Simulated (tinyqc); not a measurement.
Ionisation and resistivity against doping: donors with valley-orbit split 1s states.

Each donor binds at most one electron, in any of its states. For a site s, W_s = sum over its states of g exp(E/kT), and the ionised share is 1/(1 + W_s exp(eta)), eta = (EF - Ec)/kT; n = Nc F_1/2(eta); neutrality n + NA = ND x (mean ionised share); holes are neglected. Nc from N = 2 (m kB T/(4 pi c))^(3/2) with c = hbar^2/2m0, in 1/angstrom^3; times 1e24 for 1/cm^3, m = md. F_j(eta) = (1/Gamma(j + 1)) integral_0^infinity x^j dx/(1 + exp(x - eta)), which tends to exp(eta) for eta << 0.

Mobility (Caughey-Thomas form): mu = mu0 + (mu1 (T/300)^(-ga) - mu0)/(1 + ((ND + NA)/Nr)^de); rho = 1/(e n mu), e = 1.602176634e-19 C.

Constants: hbar^2/2m0 = 3.80998211 eV angstrom^2; kB = 8.617333262e-05 eV/K.

Inputs chosen for the exercise (near those of As in Si; not measured data):

| symbol | value | unit | meaning |
|---|---|---|---|
| md | 1.077 | m0 | density-of-states mass of the conduction band |
| E | (53.3, 32.2, 30.2) | meV | binding energies of 1s(A1), 1s(T2), 1s(E) |
| g | (2, 6, 4) |  | their degeneracies with spin |
| T | 250 | K |  |
| mu0 | 70 | cm^2/(V s) | mobility at heavy doping |
| mu1 | 1417 | cm^2/(V s) | mobility at light doping and 300 K |
| Nr | 9.1e+16 | 1/cm^3 | reference doping |
| de | 0.72 |  | doping exponent |
| ga | 2.3 |  | temperature exponent |

NA = 0.

Results:

| ND (1/cm^3) | n (1/cm^3) | n/ND | mu (cm^2/(V s)) | rho (ohm cm) | rho at full ionisation |
|---|---|---|---|---|---|
| 1.0e+14 | 1.00e+14 | 1.000 | 2140 | 29.2 | 29.2 |
| 1.0e+15 | 9.97e+14 | 0.997 | 2077 | 3.01 | 3.00 |
| 1.0e+16 | 9.71e+15 | 0.971 | 1802 | 0.357 | 0.346 |
| 3.0e+16 | 2.76e+16 | 0.920 | 1508 | 0.150 | 0.138 |
| 1.0e+17 | 8.00e+16 | 0.800 | 1077 | 0.0725 | 0.0579 |
| 3.0e+17 | 1.89e+17 | 0.628 | 690 | 0.0480 | 0.0301 |
| 1.0e+18 | 4.27e+17 | 0.427 | 385 | 0.0380 | 0.0162 |
| 2.0e+18 | 6.53e+17 | 0.326 | 273 | 0.0350 | 0.0114 |

From 1e16 to 1e18 1/cm^3 rho falls by a factor 9.4, not 100: the mobility takes a factor 4.68 and incomplete ionisation 2.27. n/ND is below 0.9 from 1e+17 1/cm^3 on. From a few times 1e18 1/cm^3 on, depending on the dopant, the levels merge with the band, and already below that screening lowers the binding energy, so the last rows understate n.

(tinyqc, `OMP_NUM_THREADS=1 python tinyqc.py 1682576 1682577 out.jsonl`, Intel(R) Xeon(R) Processor @ 2.30GHz, 1 thread, shared host, about 0.01 s.)
